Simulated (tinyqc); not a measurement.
Geometry optimisation on the RHF/sto-3g surface (energies and gradients from PySCF), for HeH+, spin multiplicity 1, step by step. One step of it, computed by the program tinyqc.

Task: Step 1: move. Quasi-Newton step p = -H^(-1) g (first H = 0.6 times the unit matrix); steps longer than 0.3 bohr are cut back (factor 0.614 here).

positions at the start (bohr):
```
            x         y         z
1He  0.000000  0.000000  0.000000
2H   0.000000  0.000000  1.322808
```

gradient (hartree/bohr):
```
              x           y            z
1He  0.00000000  0.00000000   0.20720931
2H   0.00000000  0.00000000  -0.20720931
```

Give: positions after step 1.

Result:

positions after step 1 (bohr):
```
          x       y        z
1He  0.0000  0.0000  -0.2121
2H   0.0000  0.0000   1.5349
```
